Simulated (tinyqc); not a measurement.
Worked calculation: RKS/BLYP in the sto-6g basis, for BeH2, spin multiplicity 1. One step of it, computed by the program tinyqc.

Question. Iteration 1: diagonalisation and new density. Diagonalise F' = X^T F X, C = X C', fill 3 alpha and 3 beta electrons from the bottom; D = 2 C_occ C_occ^T. Each column has its largest component positive (the first on a tie).

Kohn-Sham matrix F (hartree):
```
            1Be 1s     1Be 2s    1Be 2px    1Be 2py    1Be 2pz      2H 1s      3H 1s
1Be 1s   -6.614851  -1.527624   0.000000  -0.000140   0.000000  -0.144919  -0.115603
1Be 2s   -1.527624  -0.984633   0.000000  -0.002730   0.000000  -0.189517  -0.160266
1Be 2px   0.000000   0.000000  -0.554100   0.000000  -0.006482   0.000000   0.000000
1Be 2py  -0.000140  -0.002730   0.000000  -0.520920   0.000000  -0.158885   0.137206
1Be 2pz   0.000000   0.000000  -0.006482   0.000000  -0.555089   0.000000   0.000000
2H 1s    -0.144919  -0.189517   0.000000  -0.158885   0.000000   0.091355  -0.007269
3H 1s    -0.115603  -0.160266   0.000000   0.137206   0.000000  -0.007269   0.133928
```

X:
```
                 1          2          3         4          5          6          7
1Be 1s   -0.133114  -0.484622   0.840877  0.000000   0.000000   0.290604   0.176589
1Be 2s    0.307136   0.912631  -0.020032  0.000000   0.000000   0.480194   0.311387
1Be 2px   0.000000   0.000000   0.000000  0.904861  -0.425708   0.000000   0.000000
1Be 2py   0.953749  -0.281842  -0.006120  0.000000   0.000000  -0.323350   0.482334
1Be 2pz   0.000000   0.000000   0.000000  0.425708   0.904861   0.000000   0.000000
2H 1s    -0.864968  -0.321571  -0.380511  0.000000   0.000000   0.059683   0.530389
3H 1s     0.490798  -0.721587  -0.418110  0.000000   0.000000   0.511855  -0.149527
```

Give: F' = X^T F X; orbital energies; coefficients C; D after iteration 1.

Answer.

F' = X^T F X (hartree):
```
         1        2        3        4        5        6        7
1  -0.0291  -0.1991   0.4388   0.0000   0.0000   0.2965  -0.2317
2  -0.1991  -0.7633   1.7562   0.0000   0.0000   0.4230   0.3852
3   0.4388   1.7562  -4.4234   0.0000   0.0000  -2.2047  -1.3629
4   0.0000   0.0000   0.0000  -0.5593  -0.0045   0.0000   0.0000
5   0.0000   0.0000   0.0000  -0.0045  -0.5499   0.0000   0.0000
6   0.2965   0.4230  -2.2047   0.0000   0.0000  -1.3990  -0.7148
7  -0.2317   0.3852  -1.3629   0.0000   0.0000  -0.7148  -0.7317
```

orbital energies (hartree): MO1 -6.6197, MO2 -0.6783, MO3 -0.5611, MO4 -0.5481, MO5 -0.5247, MO6 0.2054, MO7 0.2709

coefficients C:
```
             MO1      MO2     MO3      MO4      MO5      MO6      MO7
1Be 1s    1.0074  -0.2395  0.0000   0.0000   0.0040   0.0552   0.0022
1Be 2s   -0.0316   1.0570  0.0000   0.0000  -0.0170  -0.3697  -0.0051
1Be 2px   0.0000   0.0000  0.6797   0.7335   0.0000   0.0000   0.0000
1Be 2py  -0.0004   0.0196  0.0000   0.0000   1.0371  -0.0815   0.4938
1Be 2pz   0.0000   0.0000  0.7335  -0.6797   0.0000   0.0000   0.0000
2H 1s     0.0060  -0.0460  0.0000   0.0000  -0.0551   0.8484  -0.7458
3H 1s     0.0053  -0.0435  0.0000   0.0000   0.0586   0.6725   0.8736
```

D after iteration 1:
```
          1Be 1s   1Be 2s  1Be 2px  1Be 2py  1Be 2pz    2H 1s    3H 1s
1Be 1s    2.1444  -0.5700   0.0000  -0.0102   0.0000   0.0341   0.0316
1Be 2s   -0.5700   2.2364   0.0000   0.0415   0.0000  -0.0976  -0.0923
1Be 2px   0.0000   0.0000   0.9239   0.0000   0.9971   0.0000   0.0000
1Be 2py  -0.0102   0.0415   0.0000   0.0008   0.0000  -0.0018  -0.0017
1Be 2pz   0.0000   0.0000   0.9971   0.0000   1.0761   0.0000   0.0000
2H 1s     0.0341  -0.0976   0.0000  -0.0018   0.0000   0.0043   0.0041
3H 1s     0.0316  -0.0923   0.0000  -0.0017   0.0000   0.0041   0.0038
```
